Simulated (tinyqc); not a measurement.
Stacked nanosheet transistor, parasitic resistance, capacitance and delay: one step of the calculation.

Ns sheets share one contact on top; each has perimeter p = 2 (Ws + ts) and cross-section A = Ws ts; contact width Wc = Ws + 10 nm, stack height Hs = Ns pv. Sheet 1 is the top one. Contact length Lc = CPP - Lg - 2 Lsp, shared by two neighbouring gates. Source and drain sides are equal. The formulas are first-order estimates, not field solutions.

Task. Geometry and resistances. Epitaxy sheet resistance Rsh = re/te, transfer length LT = sqrt(rc/Rsh), contact Rc = [sqrt(rc Rsh)/Wc] coth(Lc/(2 LT)); extension of one sheet Rx = rx Lsp/A. Effective width N p; for equal currents and rv = 0 one side has Rc + Rx/N.

Inputs (values chosen for the exercise); values close to those of silicon logic devices:
```
symbol,value,unit,meaning
Ns,2,,number of sheets
Ws,20,nm,sheet width
ts,4,nm,sheet thickness
CPP,51,nm,contacted gate pitch
Lg,18,nm,gate length
Lsp,6,nm,spacer length
rc,3.5e-9,ohm cm^2,contact resistivity
re,0.00042,ohm cm,resistivity of the source-drain epitaxy
te,30,nm,current-carrying depth of the epitaxy
rx,0.0011,ohm cm,resistivity of the extension
```

Wanted: Lc; effective width; Rsh; LT; Rc; Rx; one side times effective width.

Result.

Lc = 21.00 nm
effective width = 96.00 nm
Rsh = 140.0 ohm
LT = 50.00 nm
Rc = 1127 ohm
Rx = 825.0 ohm
one side times effective width = 147.8 ohm um

Computed by the program tinyqc: `OMP_NUM_THREADS=1 python tinyqc.py 2170106 2170107 out.jsonl`, one thread of a shared Intel Xeon 2.30GHz, about 0.09 s for the whole run.
